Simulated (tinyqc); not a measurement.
Inside a calculation. Method: G0W0 on RHF in the sto-3g basis, for H2, spin multiplicity 1. One step of it, computed by the program tinyqc.

Task: Screening: direct RPA. With D = e_a - e_i and K = (ia|jb): diagonalise D^(1/2) (D + 4K) D^(1/2) = Z w^2 Z^T; X + Y = D^(1/2) Z w^(-1/2), each column of Z with its largest component positive (the first on a tie); E_c = (sum w - tr (D + 2K)) / 2.

orbital energies (hartree): MO1 -0.579798, MO2 0.674253

Two-electron integrals over orbitals (pq|rs), unique and non-zero (hartree):
```
p,q,r,s,(pq|rs)
1,1,1,1,0.675328
2,1,2,1,0.181043
2,2,1,1,0.664233
2,2,2,2,0.698205
```

Give: D^(1/2) (D + 4K) D^(1/2); excitation energies w; X + Y; RPA correlation energy.

Result:

D^(1/2) (D + 4K) D^(1/2) (hartree^2):
```
,1>2
1>2,2.481
```

excitation energies w (hartree): 1.575

X + Y:
```
,1
1>2,0.892
```

RPA correlation energy = -0.02054 hartree
